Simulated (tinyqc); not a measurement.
# Field from the level spacing

Inverse problem. In a triangular well E_k = a_k (C F^2/mz1)^(1/3), a_1 = 2.338107, a_2 = 4.087949, C = hbar^2/(2 m0), F in eV/nm (1 MV/cm = 0.1 eV/nm). Find F, E_1, the mean distance 2 E_1/(3 F) of the lowest level and the sheet charge eps0 eps_r F/q behind such a field.

Values chosen for this exercise:
- eps_r = 9.45 (relative permittivity)
- mz1 = 0.202 m0 (mass along z of valley set A (1 valley(s)))

Constants: q = 1.602176634e-19 C, hbar = 1.054571817e-34 J s, m0 = 9.1093837015e-31 kg, eps0 = 8.8541878128e-14 F/cm where lengths are in cm, hbar^2/(2 m0) = 0.0380998212 eV nm^2. Results are converted to the units shown.

spacing of the two lowest levels = 233.16752 meV

Answer. The spacing over a_2 - a_1 is the energy scale (C F^2/mz1)^(1/3), which gives F.

F = 1.12 MV/cm
E_1 = 312 meV
mean distance = 1.85 nm
sheet charge over q = 5.85e12 cm^-2

Computed by the program tinyqc: `OMP_NUM_THREADS=1 python tinyqc.py 2160055 2160056 out.jsonl`, one thread of a shared Intel Xeon 2.30GHz, about 0.6 s for the whole run.
